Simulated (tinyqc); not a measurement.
Zener tunnelling in a reverse-biased junction, two-band WKB: one step of the calculation.

Abrupt p-n junction, depletion approximation. Energies E are counted from the conduction-band edge of the neutral n side; its Fermi level lies at dn, that of the p side at dn - V, and the valence-band edge of the neutral p side at Em = dn + dp - V. Tunnelling needs 0 < E < Em. Two-band dispersion with equal masses m: inside the gap kappa = sqrt(m u (1 - u/Eg)/C), u the distance from a band edge, C = hbar^2/(2 m0).

Task. Current density on a coarse grid. J = KJ exp(-S) Eb times the integral from 0 to Em of [f(E - dn) - f(E - dn + V)] [1 - exp(-min(E, Em - E)/Eb)] dE, f(x) = 1/(1 + exp(x/Vt)), with S and Eb from the mean field; J > 0 flows from p to n. KJ = (2 q^2/h) m/(4 pi C) (times 1e14 for A/cm^2 per eV^2). Simpson's rule on nE equally spaced points from 0 to Em.

Inputs (values chosen for the exercise); band and dielectric values close to those of germanium:
- T = 300 K (temperature)
- m = 0.042 m0 (band-edge mass of the two-band model)
- V = -1.3 V (bias of the p side)
- nE = 11 (points of the energy grid)

Constants: q = 1.602176634e-19 C, kB = 1.380649e-23 J/K, hbar = 1.054571817e-34 J s, h = 6.62607015e-34 J s, m0 = 9.1093837015e-31 kg, Vt = kB T/q, hbar^2/(2 m0) = 0.0380998212 eV nm^2. Results are converted to the units shown.

dn = -0.042281586 eV
dp = -0.014103585 eV
S = 12.552919
Eb = 13.124438 meV

Find: E; difference of the f; transverse factor; integral; KJ; J.

Result.

```
point  E (eV)  difference of the f  transverse factor
0      0.0000              -0.8369             0.0000
1      0.1244              -0.9984             0.9999
2      0.2487              -1.0000             1.0000
3      0.3731              -1.0000             1.0000
4      0.4974              -1.0000             1.0000
5      0.6218              -1.0000             1.0000
6      0.7462              -1.0000             1.0000
7      0.8705              -1.0000             1.0000
8      0.9949              -1.0000             1.0000
9      1.1193              -0.9953             0.9999
10     1.2436              -0.6331             0.0000
```

integral = -1.1596 eV
KJ = 6.7969e8 A/(cm^2 eV^2)
J = -36.564 A/cm^2

Range of the model: The two-band model describes a direct gap; phonon-assisted tunnelling across an indirect gap is left out. Parabolic densities of states, no band tails and no gap narrowing, all of which matter at such doping.

Computed by the program tinyqc: `OMP_NUM_THREADS=1 python tinyqc.py 2620031 2620032 out.jsonl`, one thread of a shared Intel Xeon 2.30GHz, about 0.01 s for the whole run.
